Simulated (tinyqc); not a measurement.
Depth and level of a trap from the time ratio.

Question. For an oxide trap tc/te = exp(E/Vt) with E = E0 - dpsi - (xt/tox)(Vg - VT - dpsi), dpsi being the rise of the surface potential above its value at threshold. Find xt and E0, and the depth that would be read if dpsi were ignored.

Values chosen for this exercise:
- T = 300 K (temperature)
- tox = 9.9 nm (insulator thickness)

Constants: q = 1.602176634e-19 C, kB = 1.380649e-23 J/K, Vt = kB T/q. Results are converted to the units shown.

Vg - VT (V): 1.03  1.18
tc/te: 1.2858071  0.59237192
dpsi (V): 0.10018880  0.10397872

Answer. E + dpsi is a straight line in the oxide voltage Vg - VT - dpsi with slope -xt/tox and intercept E0. Ignoring dpsi assigns the motion of the bands to the trap and overstates its depth.

xt = 1.100 nm
E0 = 0.2100 eV
depth read without dpsi = 1.322 nm

Computed by the program tinyqc: `OMP_NUM_THREADS=1 python tinyqc.py 2710052 2710053 out.jsonl`, one thread of a shared Intel Xeon 2.30GHz, about 0.01 s for the whole run.
